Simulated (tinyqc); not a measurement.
Inside a calculation. Method: Jacobi rotations on a symmetric matrix. One step of it, computed by the program tinyqc.

Task: Jacobi rotation 3. Take the largest off-diagonal element A_pq; tan 2 theta = 2 A_pq / (A_qq - A_pp) with |theta| <= pi/4; A' = J^T A J with J_pp = J_qq = cos, J_pq = sin, J_qp = -sin.

A':
```
          1          2          3
1  0.385130   0.000000   0.046129
2  0.000000   0.907824  -0.104074
3  0.046129  -0.104074   3.328046
```

Give: p, q, theta; A'.

Result:

p, q, theta (rad): 2.000  3.000  -0.043

A':
```
       1      2      3
1  0.385  0.002  0.046
2  0.002  0.903  0.000
3  0.046  0.000  3.333
```
